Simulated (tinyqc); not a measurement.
## Fully depleted semiconductor-on-insulator film with two gates, non-linear Poisson equation by Newton steps: charge against front-gate voltage

One dimension across the film, front interface at x = 0, back interface at x = ts. psi is counted from the intrinsic level, n = ni exp(psi/Vt) (source grounded), holes neglected, acceptors ionised. Gates act through Cox = eps0 eox/tox and Cbox = 3.9 eps0/tb with potentials G1 = Vg - (phiM - chi - Vt ln(Nc/ni)) and G2 = Vb - (phiB - chi - Vt ln(Nc/ni)). Classical Boltzmann densities, no interface charge, no depletion in the back plane.

ni = sqrt(Nc Nv) exp(-Eg/(2 Vt)), Eg in volts. The Poisson equation eps0 eps_r d2psi/dx2 = q (n + Na), with -eps0 eps_r dpsi/dx = Cox (G1 - psi) at x = 0 and eps0 eps_r dpsi/dx = Cbox (G2 - psi) at x = ts, is solved on 300 equal intervals with half boxes at both ends; N_inv is the trapezoid sum of n. Swing = ln 10/(d ln N_inv/dVg); the last column is (dN_inv/dVb)/(dN_inv/dVg).

Parameters, values chosen for the exercise; band and dielectric values close to those of silicon:
```
symbol    value   unit                                                                 meaning
T           300      K                                                             temperature
Eg         1.12     eV                                                                band gap
eps_r      11.8                                                          relative permittivity
Nc      2.77e19  cm^-3                                  conduction-band density of states at T
Nv      2.63e19  cm^-3                                     valence-band density of states at T
chi        3.99     eV                                                       electron affinity
eox         3.9         relative permittivity of the gate insulator (close to silicon dioxide)
tox         1.4     nm                                                     insulator thickness
ts           11     nm                                                          film thickness
tb           52     nm                                      buried-oxide thickness (eps_r 3.9)
Na       1.4e17  cm^-3                                            acceptor density of the film
phiM       4.41     eV                                         work function of the front gate
phiB       4.49     eV                                         work function of the back plane
Vb            0      V                                                       back-gate voltage
```

Constants: q = 1.602176634e-19 C, kB = 1.380649e-23 J/K, Vt = kB T/q, eps0 = 8.8541878128e-14 F/cm where lengths are in cm. Results are converted to the units shown.

Charge against front-gate voltage:
columns A: Vg (V); B: psi front (V); C: psi back (V); D: N_inv (cm^-2); E: centroid/ts; F: swing (mV/decade); G: q dN_inv/dVg over Cox; H: back/front leverage
```
A           B       C        D       E       F        G       H
-0.08  0.0512  0.0397   6.26e4   0.462    62.9  1.49e-7  0.0571
0.07    0.198   0.176   1.52e7   0.431    62.8  3.63e-5  0.0548
0.22    0.344   0.313   3.70e9   0.400    63.5  0.00871  0.0526
0.37    0.471   0.416  3.12e11   0.325     127    0.367  0.0447
0.52    0.536   0.439  1.61e12   0.212     344    0.700  0.0347
0.67    0.570   0.444  3.39e12   0.152     617    0.821  0.0310
0.82    0.592   0.446  5.36e12   0.118     914    0.876  0.0294
0.97    0.608   0.447  7.42e12  0.0973  1.22e3    0.907  0.0286
1.12    0.621   0.447  9.53e12  0.0831  1.54e3    0.925  0.0280
```

Read the table: what changes, and by how much?

N_inv passes 1e11 cm^-2 at Vg = 0.319 V. The swing starts at 62.9 mV a decade, against (1 + k) Vt ln 10 = 61.0 for a front channel with k = Cs Cbox/(Cox (Cs + Cbox)) = 0.0252, Cs = eps0 eps_r/ts; above threshold this column is no longer a subthreshold swing. The centroid falls from 0.462 to 0.0831 of ts and the leverage of the back gate falls from 0.0571 to 0.0280. For Vg = 0.52, 0.67, 0.82, 0.97, 1.12 the density at an interface exceeds 0.3 Nc, where Boltzmann statistics fail. For Vg = 0.52, 0.67, 0.82, 0.97, 1.12 the classical centroid lies within 3 nm of an interface, where confinement, left out, would push it away.

Numbers from tinyqc (`OMP_NUM_THREADS=1 python tinyqc.py 2190172 2190173 out.jsonl`; about 0.4 s on one thread of a shared Intel Xeon 2.30GHz).
